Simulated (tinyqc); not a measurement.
Two-diode model of a solar cell: one step of the calculation.

J is the current delivered and Vj = V + J Rs the junction voltage. J = X JL - J01 (exp(Vj/(n1 Vt)) - 1) - J02 (exp(Vj/(2 Vt)) - 1) - Vj/Rp. The photocurrent does not depend on voltage.

Problem. New Vj. Open circuit: J(Vj) = 0. G = -dJ/dVj = J01 exp(Vj/(n1 Vt))/(n1 Vt) + J02 exp(Vj/(2 Vt))/(2 Vt) + 1/Rp. Vj(new) = Vj + J/G.

Parameters, values chosen for the exercise; values of the order met in cells of cadmium telluride:
```
symbol,value,unit,meaning
T,323,K,temperature
JL,25.6,mA/cm^2,photocurrent at one sun
X,10,suns,concentration
J01,3.9e-15,A/cm^2,saturation current of the first diode
n1,1,,ideality factor of the first diode
Rp,200,ohm cm^2,shunt resistance
J02,7.5e-9,A/cm^2,saturation current of the second diode (ideality 2)
```

Constants: q = 1.602176634e-19 C, kB = 1.380649e-23 J/K, Vt = kB T/q. Results are converted to the units shown.

Vj at the start = 0.88554446 V

Find: J; G; Vj after iteration 1.

Solution.

J = -65.19 mA/cm^2
G = 10.29 S/cm^2
Vj after iteration 1 = 0.8792 V

Computed by the program tinyqc: `OMP_NUM_THREADS=1 python tinyqc.py 2280013 2280014 out.jsonl`, one thread of a shared Intel Xeon 2.30GHz, about 0.01 s for the whole run.
